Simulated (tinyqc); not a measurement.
Deep level with several charge states, and Shockley-Read-Hall recombination: one step. The neutral state.

Energies from Ev. The defect has charge states 0, -1, -2 with weights 1, gm exp((EF - E1)/kT), exp((2 EF - E1 - E2)/kT); the shares are the weights over their sum. Boltzmann carriers: n = Nc exp((EF - Eg)/kT), p = Nv exp(-EF/kT). Neutrality: p - n + Nd + Nt <q> = 0.

Constants: kB = 8.617333262e-05 eV/K.

Parameters, chosen for this exercise (gap and densities of states near those of Si at this temperature; not measured data): Eg = 1.111 eV (gap); Nc = 3.44e+19 1/cm^3 (conduction-band density of states); Nv = 1.44e+19 1/cm^3 (valence-band density of states); T = 350 K; E1 = 0.424 eV (level (0/-1) above Ev); E2 = 0.937 eV (level (-1/-2) above Ev); gm = 2 (degeneracy of the middle state, the others 1); Nt = 2e+14 1/cm^3 (defects); Nd = 3.6e+15 1/cm^3 (ionised shallow donors minus acceptors).

Problem. Solve for EF.

Give: EF; shares at EF; n; p.

Solution.

EF = 0.8328 eV

shares at EF: 0 0.000, -1 0.984, -2 0.016

n = 3.40e+15 1/cm^3
p = 1.47e+07 1/cm^3

Without the defects the majority density would be 3.60e+15 1/cm^3; with them the density of these carriers is 3.40e+15, so they compensate part of the doping. Most defects are in the state -1.

(tinyqc, `OMP_NUM_THREADS=1 python tinyqc.py 1651523 1651524 out.jsonl`, Intel(R) Xeon(R) Processor @ 2.30GHz, 1 thread, shared host, about 0.01 s.)
